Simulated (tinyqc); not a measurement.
# Junction parameters from two forward currents

Inverse problem. D(v) = J1 (exp(v/Vt) - 1) + J2 (exp(v/(2 Vt)) - 1). Find J1, J2 and the voltage 2 Vt ln(J2/J1) near which both parts are equal.

Values chosen for this exercise: temperature T = 398 K.

Constants: q = 1.602176634e-19 C, kB = 1.380649e-23 J/K, Vt = kB T/q. Results are converted to the units shown.

junction voltages (V): [0.35, 0.61]
currents (uA/um): [3.1778085e-7, 2.4723900e-4]

Answer. The current is linear in J1 and J2, so two points give two equations.

J1 = 4.500e-12 uA/um
J2 = 1.200e-9 uA/um
crossover = 0.3832 V

Numbers from tinyqc (`OMP_NUM_THREADS=1 python tinyqc.py 2182217 2182218 out.jsonl`; about 0.2 s on one thread of a shared Intel Xeon 2.30GHz).
